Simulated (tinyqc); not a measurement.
From results back to parameters: conduction-band anticrossing with a localised impurity level. Two cases, with inputs chosen for the exercise.

Problem. A host edge EM and a flat level EI are coupled by V = C sqrt(x), H = [[EM, V], [V, EI]]. EM and both levels are given.

Case 1.

Values chosen (out of a larger set: host near InP; not measured data): x = 0.013 (impurity fraction).
EM = 1.408030 eV

E-, E+ (eV): 1.203299  1.891731

Case 2.

Values chosen (out of a larger set: host near GaAs; not measured data): x = 0.036 (impurity fraction).
EM = 1.528720 eV

E-, E+ (eV): 1.198016  2.119704

Find: EI; V; C; host weight of E-.

Solution. The trace gives EI = E+ + E- - EM; V^2 = (EM - E-)(E+ - EM); the host weight of E- is (EI - E-)/(E+ - E-).

Case 1.

EI = 1.687 eV
V = 0.3147 eV
C = 2.76 eV
host weight of E- = 0.703

Case 2.

EI = 1.789 eV
V = 0.4421 eV
C = 2.33 eV
host weight of E- = 0.641

Computed by tinyqc, one run a case: `OMP_NUM_THREADS=1 python tinyqc.py N N+1 out.jsonl` with N = 1081347, 1081354; one thread of a shared Intel(R) Xeon(R) Processor @ 2.30GHz, about 0.01 s a run at most.
